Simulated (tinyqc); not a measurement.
Hot electrons in a saturated n-channel MOSFET, lucky-electron model: one step of the calculation.

Beyond pinch-off the lateral field grows as Esat cosh(y/l) over the velocity-saturated region (pseudo-two-dimensional model). Impact ionisation in this region gives the substrate current, which biases the body forward through Rsub. Currents are per width. Local-field laws: they overstate ionisation when the field peak is narrower than an energy relaxation length.

Question. Body bias from the substrate current. Cox = 3.9 eps0/tox. Overdrive g = Vg - VT + kb Vb; Vdsat = g Esat L/(g + Esat L); Id = Cox vs (g - Vdsat); dV = Vd - Id Rd - Vdsat; Em = sqrt((dV/l)^2 + Esat^2); Isub = Id (Ai/Bi) l Em exp(-Bi/Em). Vb(new) = Rsub Isub.

Parameters, values chosen for the exercise; values close to those of silicon n-channel devices:
- L = 0.5 um (channel length)
- tox = 11 nm (oxide thickness)
- VT = 0.75 V (threshold)
- vs = 8.9e6 cm/s (saturation velocity)
- Ai = 2e6 1/cm (ionisation prefactor)
- Bi = 1.68 MV/cm (ionisation field)
- Rd = 200 ohm um (resistance of the lightly doped drain)
- Rsub = 15000 ohm um (substrate resistance)
- kb = 0.32 (fall of VT per volt of forward body bias)
- Vd = 3.2 V (drain voltage)
- Vg = 1.8 V (gate voltage)

Constants: eps0 = 8.8541878128e-14 F/cm where lengths are in cm. Results are converted to the units shown.

Vb at the start = 0 V
l = 74.899933 nm
Esat = 0.063571429 MV/cm

Wanted: Vdsat; Id; dV; Em; Isub; Vb after iteration 1.

Answer.

Vdsat = 0.7893 V
Id = 72.84 uA/um
dV = 2.396 V
Em = 0.3262 MV/cm
Isub = 1.228 uA/um
Vb after iteration 1 = 0.01842 V

Computed by the program tinyqc: `OMP_NUM_THREADS=1 python tinyqc.py 2550132 2550133 out.jsonl`, one thread of a shared Intel Xeon 2.30GHz, about 0.01 s for the whole run.
